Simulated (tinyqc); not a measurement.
Interface traps from C-V curves, high-low and Terman methods: one step of the calculation.

MOS capacitor on an n-type substrate; psi is the band bending, negative in depletion; only majority carriers are counted. At the bending psi the Fermi level lies y = xi - psi below the conduction edge at the surface, xi = Vt ln(Nc/Nd). Dit(y) = D0 + D1 exp(-y/E1); traps fill up to the Fermi level, follow the bias and a slow signal, and do not follow a fast one. V is the gate voltage from flat band.

Problem. High-low extraction. q Dit = (1/C_LF - 1/Cox)^(-1) - (1/C_HF - 1/Cox)^(-1) at each point.

Constants: q = 1.602176634e-19 C. Results are converted to the units shown.

```
point,C_HF (nF/cm^2),C_LF (nF/cm^2)
0,38.233714,82.550111
1,41.019037,90.425693
2,44.531726,100.46427
3,49.154755,113.35016
4,55.609729,130.06393
5,65.385761,152.13891
6,81.794707,182.25166
7,112.33395,225.42150
```

Cox = 863.28331 nF/cm^2

Wanted: Dit by high-low.

Solution.

```
point,Dit by high-low (cm^-2 eV^-1)
0,3.2002e11
1,3.6164e11
2,4.1657e11
3,4.8909e11
4,5.8481e11
5,7.1118e11
6,8.7798e11
7,1.0982e12
```

Range of the model: In a narrow-gap semiconductor minority carriers respond as well once the bending nears the inversion point; they are left out.

Numbers from tinyqc (`OMP_NUM_THREADS=1 python tinyqc.py 2030143 2030144 out.jsonl`; about 0.01 s on one thread of a shared Intel Xeon 2.30GHz).
